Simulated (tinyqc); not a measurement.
## Long-channel MOSFET, surface-potential model: effect of the insulator thickness

n-channel transistor on a uniformly doped p-type body, gradual-channel approximation, constant mobility, Boltzmann statistics, full ionisation. Potentials are counted from the neutral body; V is the electron quasi-Fermi potential, Vsb at the source and Vsb + Vds at the drain. Charges are magnitudes per area.

ni = sqrt(Nc Nv) exp(-Eg/(2 Vt)), Eg in volts; phiF = Vt ln(Na/ni); Cox = eps0 eox/tox; gamma = sqrt(2 q eps0 eps_r Na)/Cox. The surface potential psi at channel potential V solves Vgs + Vsb - Vfb - psi = gamma sqrt(G), G = psi - Vt + Vt exp((psi - 2 phiF - V)/Vt). Charge sheet: Qi = Cox gamma [sqrt(G) - sqrt(psi - Vt)]; I = mu (W/L) [integral of Qi dpsi from psi_0 to psi_L (drift) + Vt (Qi0 - QiL) (diffusion)], with psi_0 at V = Vsb and psi_L at V = Vsb + Vds. VT = Vfb + 2 phiF + gamma sqrt(2 phiF + Vsb), m = 1 + gamma/(2 sqrt(2 phiF + Vsb)). The swing is 20 mV/log10[I(VT - 0.14 V)/I(VT - 0.16 V)] of the charge-sheet current at the given Vds.

Parameters, values chosen for the exercise; material values close to those of silicon: temperature T = 400 K; band gap Eg = 1.11 eV; relative permittivity of the semiconductor eps_r = 11.9; conduction-band density of states at T Nc = 4.26e19 cm^-3; valence-band density of states at T Nv = 4.1e19 cm^-3; acceptor density of the body Na = 3.9e17 cm^-3; relative permittivity of the gate insulator eox = 8.76; flat-band voltage Vfb = -0.91 V; channel mobility mu = 250 cm^2/(V s); gate width W = 10 um; gate length L = 1 um; source-body reverse bias Vsb = 0 V; gate-source voltage Vgs = 0.2 V; drain-source voltage Vds = 1.2 V.

Constants: q = 1.602176634e-19 C, kB = 1.380649e-23 J/K, Vt = kB T/q, eps0 = 8.8541878128e-14 F/cm where lengths are in cm. Results are converted to the units shown.

Result of one run:

| gamma (V^0.5) | VT (V) | m | swing (mV/decade) | I at Vgs, Vds (uA) |
|---|---|---|---|---|
| 0.3228 | 0.1643 | 1.182 | 98.42 | 1.419 |

Which insulator thickness tox gave this result: 2.8, 5.1, 6.9, 9.4 or 13 nm?

tox = 6.9 nm.

The whole series:

| tox (nm) | gamma (V^0.5) | VT (V) | m | swing (mV/decade) | I at Vgs, Vds (uA) |
|---|---|---|---|---|---|
| 2.8 | 0.1310 | -0.005976 | 1.074 | 88.55 | 34.59 |
| 3.8 | 0.1778 | 0.03555 | 1.100 | 90.96 | 16.87 |
| 5.1 | 0.2386 | 0.08953 | 1.134 | 94.10 | 6.331 |
| 6.9 | 0.3228 | 0.1643 | 1.182 | 98.42 | 1.419 |
| 9.4 | 0.4398 | 0.2681 | 1.248 | 104.4 | 0.1584 |
| 13 | 0.6082 | 0.4176 | 1.343 | 113.1 | 0.008896 |
| 17 | 0.7953 | 0.5837 | 1.448 | 122.8 | 6.212e-4 |

As tox goes from 2.8 to 17 nm, VT rises from -0.00598 to 0.584 V, the swing rises from 88.5 to 123 mV a decade and the current falls from 34.6 to 6.21e-4 uA. The swing is 3.9 % above m Vt ln 10 in the first row and 6.8 % above it in the last. The gate voltage is below VT in 3 of the 7 rows. At tox = 2.8 nm the surface electron density at the source passes 0.3 Nc, where degeneracy and quantisation, left out here, matter.

Computed by the program tinyqc: `OMP_NUM_THREADS=1 python tinyqc.py 2360117 2360118 out.jsonl`, one thread of a shared Intel Xeon 2.30GHz, about 0.05 s for the whole run.
